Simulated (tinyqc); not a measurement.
Bulk resistivity and mean free path from two films.

Inverse problem. In the thick-film limit single-crystal films obey rho = rho0 (1 + 3 (1 - ps) lam/(8 d)). Find rho0, lam and the product rho0 lam.

Inputs (values chosen for the exercise): specular share of surface scattering ps = 0.4.

rho at d = 36 and 110 nm (uohm cm): 2.9436000  2.7393600

Solution. rho is a straight line in 1/d: the intercept is rho0 and the slope (3/8)(1 - ps) rho0 lam. Without ps only the product (1 - ps) lam could be found.

rho0 = 2.640 uohm cm
lam = 18.40 nm
rho0 lam = 48.58 uohm cm nm

Program tinyqc, `OMP_NUM_THREADS=1 python tinyqc.py 2100094 2100095 out.jsonl`; Intel Xeon 2.30GHz, shared host, one thread, about 0.01 s.
